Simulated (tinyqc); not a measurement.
Comparisons within one model: free and nearly free electrons in a metal. A value that a table varies takes the place of the one given here.

The cubic cell holds 2 atoms: n = 2 z/a^3, kF = (3 pi^2 n)^(1/3), EF = c kF^2/m, vF = 2 c kF/(m hbar), c = hbar^2/2m0; rs = (3/(4 pi n))^(1/3)/a0; D(EF) = 3 n/(2 EF).

Two plane waves k and k - G, G = (110) (2 pi/a): H = [[c k^2/m, V], [V, c (k - G)^2/m]] with c = hbar^2/2m0.

Square wire of width w with grain size w: rho/rho0 = 1/(1 - 3 al/2 + 3 al^2 - 3 al^3 ln(1 + 1/al)) + (3/4) (1 - p) l/w, with al = (l/w) Rg/(1 - Rg) (Mayadas-Shatzkes plus the thick-wire form of Fuchs-Sondheimer); l = hbar kF/(n e^2 rho), e = 1.602176634e-19 C.

Constants: hbar^2/2m0 = 3.80998211 eV angstrom^2; hbar = 6.58211957e-16 eV s; a0 (Bohr radius) = 0.5291772105 angstrom.

Values chosen for the exercise (near those of Na; shifted at random, so the results belong to these values and not to a real crystal): a = 4.217 angstrom (bcc lattice constant); z = 1 (free electrons an atom); m = 1 m0 (mass); rho = 4.83 micro-ohm cm (bulk resistivity); p = 0 (specularity of the surfaces); Rg = 0.4 (reflection at grain boundaries); w = 30 nm (wire width).

## When the Fermi surface touches the face

On the face the lower band is E = c (G^2/4 + q^2)/m - V, q along the face. EF is held at its free value. A neck opens where EF > c G^2/(4m) - V, with radius q; the second band fills where EF > c G^2/(4m) + V.

Necks:

| V (eV) | lower band at the face centre (eV) | neck radius (1/angstrom) | radius/kF |
|---|---|---|---|
| 0.2 | 4.029 | - | - |
| 0.5 | 3.729 | - | - |
| 0.8 | 3.429 | - | - |
| 1.1 | 3.129 | 0.1818 | 0.197 |
| 1.4 | 2.829 | 0.3343 | 0.362 |
| 1.8 | 2.429 | 0.4656 | 0.504 |
| 2.2 | 2.029 | 0.5672 | 0.614 |
| 2.6 | 1.629 | 0.6533 | 0.707 |

EF = 3.255 eV
c G^2/(4m) = 4.229 eV

Contact needs V > 0.974 eV. It is first met at V = 1.1 eV of those listed, and the radius then grows as the square root of the excess, to 0.707 kF at 2.6 eV. EF is held at its free value here; a count of states lowers it as V grows, strongly for V of an eV or more, so the threshold is a lower bound, the radii are upper bounds, and some necks may vanish.

## Resistivity of narrow wires

Wires:

| w (nm) | al | grain term (factor - 1) | surface term | rho (micro-ohm cm) |
|---|---|---|---|---|
| 200 | 0.098 | 0.143 | 0.111 | 6.06 |
| 100 | 0.197 | 0.282 | 0.221 | 7.26 |
| 50 | 0.393 | 0.554 | 0.442 | 9.64 |
| 30 | 0.655 | 0.912 | 0.737 | 12.79 |
| 20 | 0.983 | 1.354 | 1.105 | 16.71 |
| 14 | 1.404 | 1.921 | 1.579 | 21.73 |
| 10 | 1.965 | 2.673 | 2.211 | 28.42 |
| 7 | 2.807 | 3.800 | 3.158 | 38.44 |

l = 29.48 nm

At 7 nm the resistivity is 7.96 times the bulk value; grain boundaries add more (3.80 from grains, 3.16 from surfaces). It passes twice the bulk value between 50 and 30 nm. The surface formula is meant for w above l = 29 nm, so the rows below that are rough.

## What sets the wire resistivity

All results formed anew. Each row changes one parameter from the base and keeps the others.

Results:

| case | EF (eV) | l (nm) | wire rho (micro-ohm cm) |
|---|---|---|---|
| base | 3.255 | 29.48 | 12.793 |
| a = 4.344 angstrom | 3.067 | 31.28 | 13.272 |
| m = 1.2 m0 | 2.712 | 29.48 | 12.793 |
| rho = 5.796 micro-ohm cm | 3.255 | 24.57 | 13.779 |
| p = 0.3 | 3.255 | 29.48 | 11.725 |
| Rg = 0.28 | 3.255 | 29.48 | 10.994 |
| w = 21 nm | 3.255 | 29.48 | 16.152 |

The largest shifts from the base row, up to three for each result and ties (the steps differ in size, so this ranks the rows, not the parameters). EF (eV): m -0.542, a -0.188; unchanged at the printed digits by rho, p, Rg and w. l (nm): rho -4.91, a +1.80; unchanged at the printed digits by m, p, Rg and w. wire rho (micro-ohm cm): w +3.359, Rg -1.798, p -1.068; unchanged at the printed digits by m. The mass drops out of l at given rho, because vF falls and tau rises by the same factor.

Run: tinyqc, `OMP_NUM_THREADS=1 python tinyqc.py 1652509 1652510 out.jsonl`; Intel(R) Xeon(R) Processor @ 2.30GHz, one thread, shared host; about 0.01 s of CPU time with all checks.
